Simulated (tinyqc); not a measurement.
Landau-Devonshire theory of a uniaxial ferroelectric. Inputs raised by 2 %, one at a time. Computed by tinyqc, a small Python program. Command: `OMP_NUM_THREADS=1 python tinyqc.py 3013630 3013631 out.jsonl ferro sens`. One thread of a shared host (Intel(R) Xeon(R) Processor @ 2.30GHz), about 0.01 s of CPU time with the checks.

G(P) = (alpha/2) P^2 + (beta*/4) P^4 + (gamma/6) P^6 - E P per volume, SI units, one domain, P along the polar axis, which is normal to the film.

Inputs (values chosen for the exercise, modelled on lead titanate):
```
quantity                           value         unit
alpha_0                           755000  J m/(C^2 K)
Curie-Weiss temperature T0           752            K
beta                           -2.78e+08    J m^5/C^4
gamma                           1.49e+09    J m^9/C^6
temperature T                        567            K
misfit strain u_m                -0.0028            -
electrostriction Q12              -0.026      m^4/C^2
compliance s11 + s12             5.5e-12        m^2/N
film thickness d                     5.1           nm
screening length lambda            0.006           nm
background permittivity eps_b         20            -
gradient coefficient g           2.1e-10    J m^3/C^2
```

Sample: epitaxial film.

Constants: eps_0 = 8.8541878128e-12 F/m.

Method:
- alpha = alpha_0 (T - T0*), with clamping: T0* = T0 + 4 Q12 u_m/(alpha_0 (s11 + s12)), beta* = beta + 4 Q12^2/(s11 + s12).
- Ps^2 = [-beta* + sqrt(beta*^2 - 4 alpha gamma)]/(2 gamma).
- chi = 1/(eps_0 G''), G'' = alpha + 3 beta* P^2 + 5 gamma P^4 at Ps. Ps, chi and the coercive field are for perfect screening, without a depolarising field. The intrinsic coercive field is |alpha P + beta* P^3 + gamma P^5| at the P_c where G'' = 0. 1 C/m^2 = 100 microcoulomb/cm^2.
- With the term (g/2) (dP/dx)^2, (g/2) P'^2 = G(P) - G(Ps) across the wall: energy = int_(-Ps)^(Ps) sqrt(2 g [G(P) - G(Ps)]) dP (40 Gauss-Legendre points); width = 2 Ps over the slope at P = 0, sqrt(2 |G(Ps)|/g). Elastic coupling inside the wall is left out.
- Between shorted electrodes with screening length lambda each, the depolarising field is -k P, k = 2 lambda/(eps_0 (d + 2 lambda eps_b)), so alpha turns into alpha + k.
- The polar state is the lowest uniform state while alpha + k < 0 (beta* > 0) or < 3 beta*^2/(16 gamma) (beta* < 0); setting the equality gives the critical thickness d_c.

Runs:
```
input moved                               from          to  intrinsic coercive field (MV/m)  wall energy (mJ/m^2)  wall width (nm)  critical thickness d_c (nm)
base run                                     -           -                           50.433                64.067           2.6691                       6.7961
Curie-Weiss temperature T0 (K)             752      767.04                           54.459                68.309           2.5911                       6.4044
beta (J m^5/C^4)                    -278000000  -283560000                           50.676                64.472           2.6666                       6.7961
temperature T (K)                          567      578.34                           47.447                60.880           2.7327                       7.1234
electrostriction Q12 (m^4/C^2)          -0.026    -0.02652                           49.955                63.038           2.6702                       6.7576
compliance s11 + s12 (m^2/N)           5.5e-12    5.61e-12                           50.488                64.382           2.6722                       6.8342
gradient coefficient g (J m^3/C^2)     2.1e-10   2.142e-10                           50.433                64.705           2.6956                       6.7961
screening length lambda (nm)             0.006     0.00612                           50.433                64.067           2.6691                       6.9320
```

Exponents ln(y'/y) / ln(x'/x):
```
input                       intrinsic coercive field  wall energy  wall width  critical thickness d_c
Curie-Weiss temperature T0                     3.878        3.238      -1.498                  -2.998
beta                                           0.242        0.318      -0.047                   0.000
temperature T                                 -3.083       -2.577       1.189                   2.375
electrostriction Q12                          -0.481       -0.818       0.022                  -0.287
compliance s11 + s12                           0.055        0.248       0.059                   0.283
gradient coefficient g                         0.000        0.500       0.500                   0.000
screening length lambda                        0.000        0.000       0.000                   1.000
```

Which inputs matter most for each result?

Among the inputs moved here: intrinsic coercive field answers most in size to Curie-Weiss temperature T0 (exponent +3.878), next to temperature T (-3.083); its exponent is below 0.0005 for gradient coefficient g, screening length lambda. Wall energy answers most in size to Curie-Weiss temperature T0 (exponent +3.238), next to temperature T (-2.577); its exponent is below 0.0005 for screening length lambda. Its exponent +0.500 in gradient coefficient g: wall energy scales as sqrt(g). Wall width answers most in size to Curie-Weiss temperature T0 (exponent -1.498), next to temperature T (+1.189); its exponent is below 0.0005 for screening length lambda. Its exponent +0.500 in gradient coefficient g: wall width scales as sqrt(g). Critical thickness d_c answers most in size to Curie-Weiss temperature T0 (exponent -2.998), next to temperature T (+2.375); its exponent is below 0.0005 for beta, gradient coefficient g. Its exponent +1.000 in screening length lambda: k depends on lambda/d.
